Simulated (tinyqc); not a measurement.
Inside a calculation: stepped quantum well by finite differences. Values are carried at full precision from step to step, so a last printed digit may differ when a step is redone from the rounded ones.

Finite differences on points z_i at the centres of cells of width h: H_ii = (c/h^2)(1/m_(i-1/2) + 1/m_(i+1/2)) + V_i, H_(i,i+1) = -(c/h^2)/m_(i+1/2), where m_(i+1/2) is the mean of the masses at the two points (the end values are repeated outwards), psi = 0 on the points beyond both ends, c = hbar^2/2m0. The field adds e F (z - z0) with z0 the middle of the structure; 1 kV/cm = 1e-5 eV/angstrom.

Constants: hbar^2/2m0 = 3.80998211 eV angstrom^2.

Values chosen for the exercise (near those of an InGaAs well in InP; shifted at random, so the results belong to these values and not to a real crystal): layers = ((60, 0.239, 0.0818), (40, 0, 0.0408), (80, 0.072, 0.0531), (60, 0.239, 0.0818)) (each layer: thickness in angstrom, band edge in eV, mass in m0); F = 41 kV/cm (field along z); h = 20 angstrom (cell width of the coarse grid); hf = 1.25 angstrom (cell width of the fine grid).

## The coarse grid

List the points, the potential with the field, and the masses.

Grid:
```
i   z (angstrom)   V (eV)  m (m0)
1           10.0   0.1939  0.0818
2           30.0   0.2021  0.0818
3           50.0   0.2103  0.0818
4           70.0  -0.0205  0.0408
5           90.0  -0.0123  0.0408
6          110.0   0.0679  0.0531
7          130.0   0.0761  0.0531
8          150.0   0.0843  0.0531
9          170.0   0.0925  0.0531
10         190.0   0.2677  0.0818
11         210.0   0.2759  0.0818
12         230.0   0.2841  0.0818
```

## The tridiagonal Hamiltonian

Form the diagonal and the neighbouring elements; V in the grid already includes the field.

diagonal H_ii (eV): 0.4268  0.4350  0.4821  0.3683  0.4240  0.4502  0.4349  0.4431  0.4131  0.5254  0.5088  0.5170

H_(i,i+1) (eV): -0.1164  -0.1164  -0.1554  -0.2335  -0.2029  -0.1794  -0.1794  -0.1794  -0.1412  -0.1164  -0.1164

## Lowest levels on the coarse grid

Diagonalise the symmetric tridiagonal matrix; give the three lowest levels and the weights u_i^2 (sum 1) of the two lowest.

levels (eV): 0.0557  0.1484  0.2551

weights on the points:
```
             1      2      3      4      5      6      7      8      9     10     11     12
level 1  0.001  0.005  0.047  0.293  0.337  0.186  0.084  0.034  0.011  0.001  0.000  0.000
level 2  0.001  0.009  0.036  0.113  0.037  0.016  0.185  0.314  0.240  0.043  0.006  0.001
```

## Halving the cell width

The same with h, h/2, ..., h/32. The end points move with h, since psi vanishes half a cell beyond the structure. Richardson value (4 E(h/32) - E(h/16))/3.

Convergence:
```
cell (angstrom)  points  E1 (eV)  E2 (eV)  E1 - finest (meV)
20.0000              12  0.05570  0.14839             -5.658
10.0000              24  0.05985  0.15314             -1.512
5.0000               48  0.06098  0.15443             -0.386
2.5000               96  0.06127  0.15477             -0.095
1.2500              192  0.06134  0.15486             -0.020
0.6250              384  0.06136  0.15489              0.000
```

Richardson values of E1, E2 (eV): 0.06137  0.15490

The coarse grid is 5.7 meV too low in E1. The last differences between rows shrink by a factor 3.8 (4 for a pure h^2 error, 2 for one linear in h).

## Positions and dipoles on the fine grid

With h sum psi^2 = 1: <z - z0> of three levels, |z_12| and |z_13|, the mass m1 from 1/m1 = <1|1/m|1>, and f_1j = (m1/c)(E_j - E_1) z_1j^2.

levels (eV): 0.0613  0.1549  0.2713

<z - z0> (angstrom): -26.2  15.0  -15.2

|z_12|, |z_13| (angstrom): 24.38  8.75

m1 = 0.0465 m0

f_12, f_13: 0.678  0.196

Parity is broken, so the 1-3 transition is allowed, with 0.29 times the strength of 1-2. E2 - E1 = 93.5 meV, a wavelength of 13.3 micrometre (hc = 1239.841984 eV nm). Level 3 lies above the lowest point of the outer barriers, so it is a resonance or a state of the finite grid, and values that rest on it depend on the ends of the grid.

## Checks

- E1 at zero field on the grid h/32 against transfer matrices between the same hard ends, eV: both 0.0708.

Computed by tinyqc, a small Python program: `OMP_NUM_THREADS=1 python tinyqc.py 1282472 1282473 out.jsonl` (the numbers bound the seed that draws the inputs); one thread of a shared host (Intel(R) Xeon(R) Processor @ 2.30GHz), about 0.02 s for the whole set of steps.
